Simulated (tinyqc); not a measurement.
Worked calculation: CCSD on RHF in the sto-6g basis, for H6, spin multiplicity 1. One step of it, computed by the program tinyqc.

Question. CCSD: starting amplitudes. t_ij^ab = <ij||ab> / (e_i + e_j - e_a - e_b), whose energy is MP2.

orbital energies (hartree): MO1 -0.694264, MO2 -0.567244, MO3 -0.379381, MO4 0.305766, MO5 0.687119, MO6 1.143032

Two-electron integrals over orbitals (pq|rs), unique and non-zero (hartree):
```
(11|11) 0.434687    (21|21) 0.130670    (22|11) 0.347763    (22|22) 0.391121
(31|11) 0.082555    (31|22) -0.038789   (31|31) 0.113834    (32|21) -0.113059
(32|32) 0.136249    (33|11) 0.385982    (33|22) 0.357743    (33|31) 0.031913
(33|33) 0.388417    (41|21) -0.046140   (41|32) -0.009460   (41|41) 0.080852
(42|11) -0.072551   (42|22) -0.006019   (42|31) -0.057553   (42|33) -0.010265
(42|42) 0.081145    (43|21) -0.075767   (43|32) 0.076584    (43|41) 0.012594
(43|43) 0.092458    (44|11) 0.389545    (44|22) 0.360405    (44|31) 0.030553
(44|33) 0.379765    (44|42) -0.022290   (44|44) 0.395329    (51|11) 0.006648
(51|22) 0.033617    (51|31) -0.029797   (51|33) -0.013643   (51|42) -0.032543
(51|44) -0.002354   (51|51) 0.051746    (52|21) 0.035324    (52|32) 0.000915
(52|41) -0.054619   (52|43) 0.035212    (52|52) 0.086031    (53|11) -0.078510
(53|22) -0.009781   (53|31) -0.061610   (53|33) -0.023981   (53|42) 0.075520
(53|44) -0.020093   (53|51) -0.024858   (53|53) 0.081760    (54|21) -0.115808
(54|32) 0.129400    (54|41) 0.002005    (54|43) 0.077817    (54|52) -0.003527
(54|54) 0.139563    (55|11) 0.366991    (55|22) 0.397513    (55|31) -0.026103
(55|33) 0.372806    (55|42) -0.013196   (55|44) 0.381916    (55|51) 0.032605
(55|53) -0.015893   (55|55) 0.424804    (61|21) 0.001755    (61|32) 0.020554
(61|41) -0.029707   (61|43) -0.043632   (61|52) -0.030886   (61|54) 0.017423
(61|61) 0.067144    (62|11) -0.010277   (62|22) -0.036491   (62|31) 0.027603
(62|33) 0.003685    (62|42) 0.027819    (62|44) 0.005300    (62|51) -0.046472
(62|53) 0.029603    (62|55) -0.035896   (62|62) 0.049038    (63|21) 0.047936
(63|32) 0.001144    (63|41) -0.075487   (63|43) -0.014974   (63|52) 0.054128
(63|54) 0.000773    (63|61) 0.028767    (63|63) 0.081087    (64|11) -0.085174
(64|22) 0.030803    (64|31) -0.108920   (64|33) -0.034434   (64|42) 0.059461
(64|44) -0.035302   (64|51) 0.026713    (64|53) 0.062602    (64|55) 0.029354
(64|62) -0.027128   (64|64) 0.118660    (65|21) -0.133486   (65|32) 0.118006
(65|41) 0.046925    (65|43) 0.080456    (65|52) -0.036838   (65|54) 0.124923
(65|61) -0.002444   (65|63) -0.053173   (65|65) 0.151684    (66|11) 0.466147
(66|22) 0.373813    (66|31) 0.089887    (66|33) 0.417812    (66|42) -0.080549
(66|44) 0.426823    (66|51) 0.007615    (66|53) -0.089415   (66|55) 0.405363
(66|62) -0.012405   (66|64) -0.099719   (66|66) 0.530602
```

Give: Starting amplitudes; correlation energy.

Answer.

Starting amplitudes (spin orbitals 1a, 1b, ...; amplitudes related by a flip of all spins are not repeated; the 24 largest):

| from | to | t |
|---|---|---|
| 3a 3b | 4a 4b | -0.0675 |
| 2a 2b | 4a 4b | -0.0465 |
| 1a 1b | 4a 4b | -0.0404 |
| 2a 3b | 4a 5b | -0.0389 |
| 3a 3b | 5a 5b | -0.0383 |
| 2a 2b | 5a 5b | -0.0343 |
| 1a 3b | 4a 6b | 0.0299 |
| 3a 3b | 6a 6b | -0.0266 |
| 1a 2b | 4a 5b | 0.0242 |
| 2a 3a | 4a 5a | -0.0208 |
| 2a 3b | 5a 6b | -0.0195 |
| 1a 1b | 5a 5b | -0.0187 |
| 1a 1b | 6a 6b | -0.0183 |
| 2a 3b | 4b 5a | 0.0182 |
| 1a 3b | 4b 6a | -0.0173 |
| 1a 2b | 5a 6b | 0.0150 |
| 1a 2b | 4b 5a | -0.0144 |
| 2a 2b | 6a 6b | -0.0143 |
| 1a 3a | 4a 6a | 0.0126 |
| 2a 2b | 4a 6b | -0.0108 |
| 2a 3b | 5b 6a | 0.0107 |
| 1a 1b | 4a 6b | 0.0105 |
| 1a 3b | 5a 5b | 0.0102 |
| 1a 2b | 5b 6a | -0.0100 |

correlation energy = -0.052062 hartree
